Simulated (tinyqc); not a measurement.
Quasiparticle equation with a plasmon-pole self-energy for two band edges, step by step. Values are carried at full precision from step to step, so a last printed digit may differ when a step is redone from the rounded ones.

For each edge E = e + X + Sc(E), with the correlation part Sc(E) = A[0]/(E - a + w) + A[1]/(E - b - w); a and b are the valence and conduction energies that enter the Green function (a = ev, b = ec in the one-shot scheme). Z = 1/(1 - dSc/dE), dSc/dE = -A[0]/(E - a + w)^2 - A[1]/(E - b - w)^2.

Values chosen for the exercise (scales of the order of those of diamond; not measured data): ev = 0 eV (mean-field valence top); ec = 4.22 eV (mean-field conduction edge); w = 29.9 eV (pole energy); Av = (210.5, 116.2) eV^2 (weights of the valence state on the hole and electron poles); Ac = (106.8, 194.7) eV^2 (the same for the conduction state); Xv = -4.81 eV (exchange minus the mean-field potential, valence); Xc = 3.94 eV (the same, conduction).

## Linearised one-shot correction

Evaluate Sc and its slope at the mean-field energy; E = e + Z (X + Sc).

Terms:

| edge | Sc (eV) | dSc/dE | Z | X + Sc (eV) | E (eV) |
|---|---|---|---|---|---|
| valence | 3.6345 | -0.3353 | 0.7489 | -1.1755 | -0.8803 |
| conduction | -3.3816 | -0.3095 | 0.7636 | 0.5584 | 4.6464 |

gap = 5.5268 eV
gap with Z = 1 = 5.9539 eV

The gap opens by 1.307 eV, 67 % of it by lowering the valence top. Setting Z = 1 would overshoot by 0.427 eV. X and Sc have opposite signs and are each larger than the sum they leave, so both must be converged well.

## Solving the equation for the conduction edge

Newton steps on f(E) = E - ec - Xc - Sc(E) from E = ec; the first step is the linearised result.

Iterates:

| step | E (eV) | Sc (eV) | f (eV) |
|---|---|---|---|
| 0 | 4.22000 | -3.38158 | -0.558423 |
| 1 | 4.64643 | -3.51443 | 0.000861 |
| 2 | 4.64578 | -3.51422 | 0.000000 |
| 3 | 4.64578 | -3.51422 | 0.000000 |

The linearisation errs by +0.7 meV, as the shift is only 0.014 of the pole energy.

## All solutions for the valence state

Multiplying out gives a cubic; give its three roots and their weights Z.

roots (eV): -36.829  -0.877  37.116

weights: 0.1849  0.7436  0.0715

The weights add up to 1. The satellite below lies 35.95 eV from the main peak, 20 % more than w: this scheme places plasmon satellites too far out, and gives one where a cumulant form gives a series.

## Updating the energies in the Green function

Solve both equations exactly, put the results in place of a and b, and repeat five times; w is kept.

Cycles (eV):

| cycle | Ev | Ec | gap |
|---|---|---|---|
| 1 | -0.8773 | 4.6458 | 5.5231 |
| 2 | -1.0074 | 4.6592 | 5.6666 |
| 3 | -1.0297 | 4.6530 | 5.6827 |
| 4 | -1.0341 | 4.6505 | 5.6846 |
| 5 | -1.0350 | 4.6498 | 5.6848 |

The update moves the gap by +162 meV from the one-shot value; each cycle shrinks the change to about 0.11 of the one before.

## Checks

- Sum of the weights of the three roots: both 1.000000.
- Newton result against the root by bisection (eV): both 4.64578.

(tinyqc, `OMP_NUM_THREADS=1 python tinyqc.py 1851245 1851246 out.jsonl`, Intel(R) Xeon(R) Processor @ 2.30GHz, 1 thread, shared host, about 0.02 s.)
